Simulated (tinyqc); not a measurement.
From s_xx back to length of each stressor S: stress in a transistor channel from embedded alloy regions, liners and fins, by half-space elasticity. Computed by tinyqc, a small Python program. Command: `OMP_NUM_THREADS=1 python tinyqc.py 3002423 3002424 out.jsonl stressor inv`. One thread of a shared host (Intel(R) Xeon(R) Processor @ 2.30GHz), about 0.09 s of CPU time with the checks.

Plane strain in an isotropic half-space, the same constants everywhere; x along the channel from its centre, y downwards from the free surface; stress is positive in tension.

Inputs (values chosen for the exercise, modelled on silicon):

| quantity | value | unit |
|---|---|---|
| alloy fraction x | 0.016 | - |
| lattice change per unit x, beta | -0.45 | - |
| Young's modulus E | 172 | GPa |
| Poisson ratio nu | 0.22 | - |
| channel length L | 18 | nm |
| recess depth d | 20 | nm |
| depth of the field point y | 4.2 | nm |

Stressor: Si(1-x)C(x) source and drain.

Method. Misfit e = beta x. A fully constrained inclusion holds the stress -p with p = E e/(1 - 2 nu); a blanket film would hold -E e/(1 - nu) in the plane. A line element dA of misfit at (a, c) in the half-space gives, with C = E e/(2 pi (1 - nu)), X = x - a, r1^2 = X^2 + (y - c)^2, r2^2 = X^2 + Y^2, Y = y + c: s_xx = -C dA {[X^2 - (y - c)^2]/r1^4 + 3 [X^2 - Y^2]/r2^4 + 4 y Y (Y^2 - 3 X^2)/r2^6}, s_yy = C dA {[X^2 - (y - c)^2]/r1^4 - [X^2 - Y^2]/r2^4 + 4 y Y (Y^2 - 3 X^2)/r2^6}. These are integrated over two rectangles, L/2 < |a| < L/2 + S, 0 < c < d (closed form in a, 200 Gauss-Legendre points in c).

Problem. A run gave the result below. Find the length of each stressor S, known to lie between 140 and 300 nm.

s_xx = 1383.966 MPa

Solution.

Each step takes the trial c = (a f_b - b f_a)/(f_b - f_a), f being the result less the target and a, b, c the logarithms of the listed values; c replaces end b, the old b replaces a if the sign of f changed, and otherwise f_a is halved.

Scan of the range:

| length of each stressor S (nm) | s_xx (MPa) |
|---|---|
| 140 | 1334.23 |
| 159 | 1364.01 |
| 180 | 1390.12 |
| 205 | 1414.65 |
| 233 | 1436.19 |
| 264 | 1454.95 |
| 300 | 1472.05 |

False position (Illinois rule, in the logarithm of the input) inside the bracket:

| step | end a | end b | trial | s_xx (MPa) |
|---|---|---|---|---|
| 1 | 159.000 | 180.000 | 174.812 | 1384.21 |
| 2 | 159.000 | 174.812 | 174.411 | 1383.74 |
| 3 | 174.812 | 174.411 | 174.600 | 1383.97 |
| 4 | 174.411 | 174.600 | 174.600 | 1383.97 |

s_xx rises at every point of a 13-point scan of the range (every second point is shown), so one value fits; it is bracketed by 159 and 180. Answer: length of each stressor S = 174.6 nm.
